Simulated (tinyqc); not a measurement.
Deformation-potential model of the L valleys of a conduction band, step by step. Values are carried at full precision from step to step, so a last printed digit may differ when a step is redone from the rounded ones.

s11 = (C11 + C12)/((C11 - C12)(C11 + 2 C12)), s12 = -C12/((C11 - C12)(C11 + 2 C12)), s44 = 1/C44; exx = s11 sxx + s12 (syy + szz) and cyclic, exy = s44 sxy/2; tension is positive. A uniaxial stress X along the unit vector n is s_ij = X n_i n_j.

Constants: kB = 8.617333262e-05 eV/K; hbar^2/2m0 = 3.80998211 eV angstrom^2.

Values chosen for the exercise (near those of Ge; shifted at random, so the results belong to these values and not to a real crystal):
```
symbol  value           unit  meaning
C11     130.2           GPa
C12     47.4            GPa
C44     65.5            GPa
load    uniaxial [110]        kind of stress
X       -0.86           GPa   stress
Xd      -6.48           eV    dilation potential
Xu      15.58           eV    uniaxial potential
T       400             K     temperature
ml      1.606           m0    longitudinal mass
mt      0.08            m0    transverse mass
```

## Strain from a uniaxial [110] stress

Form the compliances and the strain.

s11, s12, s44 (1/TPa): 9.5330  -2.5443  15.2672

strain tensor:
```
           x          y         z
x  -0.003005  -0.003282  0.000000
y  -0.003282  -0.003005  0.000000
z   0.000000   0.000000  0.002188
```

## Valley shifts

Valleys with axes along [111], [1-1-1], [-11-1] and [-1-11], one whole valley each. Herring-Vogt shift of a valley with unit axis a: dE = Xd tr(e) + Xu a.e.a. Non-degenerate shares n_i = exp(-dE_i/kT)/sum_j exp(-dE_j/kT). Inverse mass tensor of a valley: (1 - a a)/mt + a a/ml; the masses are taken as independent of strain.

Apply the Herring-Vogt formula to each valley.

Xd tr(e) = 24.77 meV

a.e.a: [111] -0.003462, [1-1-1] 0.000914, [-11-1] 0.000914, [-1-11] -0.003462

shifts dE (meV): [111] -29.18, [1-1-1] 39.01, [-11-1] 39.01, [-1-11] -29.18

The lowest valleys are [111] and [-1-11], 68.2 meV below the highest; the mean shift over all valleys is (Xd + Xu/3) tr(e) = 4.92 meV.

## Shares of the electrons

Boltzmann factors of the shifts.

kT = 34.469 meV

shares: [111] 0.4392, [1-1-1] 0.0608, [-11-1] 0.0608, [-1-11] 0.4392

effective number of valley axes, 1/(largest share) = 2.277

## Conductivity mass tensor

With one scattering time for all valleys the conductivity goes as M = sum_i n_i (inverse mass tensor of valley i); along the unit vector u, 1/m_c = u.M.u. Without stress 1/m_c = (1/ml + 2/mt)/3. Take u along [111].

M (1/m0):
```
        x       y      z
x   8.541  -2.997  0.000
y  -2.997   8.541  0.000
z   0.000   0.000  8.541
```

m_c along [111] = 0.1528 m0
m_c without stress = 0.1171 m0

The repopulation alone changes the mobility along [111] by -23.4 %; with all electrons in the valleys lightest or heaviest along this direction it would change by +31 or -93 %.

## Effective density of states

Each of the 4 whole valleys has m_d = (ml mt^2)^(1/3) and N = 2 (m_d kT/(4 pi c))^(3/2), c = hbar^2/2m0. Counted from the lowest edge, Nc = N x sum_i exp(-(dE_i - dE_min)/kT). 1 angstrom^-3 = 1e24 cm^-3.

m_d = 0.2174 m0
N of one valley = 3.917e+18 cm^-3
Nc under stress = 8.917e+18 cm^-3
Nc without stress = 1.567e+19 cm^-3

## Piezoresistance from repopulation

For small stress d(rho)/rho = pi X. For valleys on the <111> axes pi11 = pi12 = 0 and pi44 = -Xu s44/(3 kT) x (K - 1)/(2K + 1), K = ml/mt. For stress along [110]: pi_l = (pi11 + pi12 + pi44)/2 with the current along it and pi_t = (pi11 + pi12 - pi44)/2 with the current along [1-10]. 1/GPa = 100 x 1e-11/Pa.

K = 20.075

pi11, pi12, pi44 (1e-11/Pa): 0.0  0.0  -106.6

pi_l, pi_t for [110] (1e-11/Pa): -53.3  53.3

Only the transfer between valleys is counted; changes of mass and of intervalley scattering add to it in a real crystal.

## Checks

- Conductivity mass at zero stress against 3/(1/ml + 2/mt): both 0.1170838.
- Piezoresistance coefficients by finite differences against the closed form: largest difference 1.7e-09.

(tinyqc, `OMP_NUM_THREADS=1 python tinyqc.py 1080890 1080891 out.jsonl`, Intel(R) Xeon(R) Processor @ 2.30GHz, 1 thread, shared host, about 0.04 s.)
